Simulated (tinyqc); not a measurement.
## Coupling ratio and rate constant from the late transient

Question. Long after the knee a floating-gate cell follows U = Vg - (tox/ag) B/ln(K t). Find K and ag.

Values chosen for this exercise: tunnel oxide thickness tox = 7.9 nm; control-gate voltage Vg = 11.6 V.

U at t = 0.01 and 1 s (V): 1.9028077  3.2529726
B = 25.161824 V/nm

Answer. 1/(Vg - U) is linear in ln t; the ratio of the two values gives ln(K t_a), and either value gives ag.

K = 2.31e14 1/s
ag = 0.720

Numbers from tinyqc (`OMP_NUM_THREADS=1 python tinyqc.py 2130086 2130087 out.jsonl`; about 0.01 s on one thread of a shared Intel Xeon 2.30GHz).
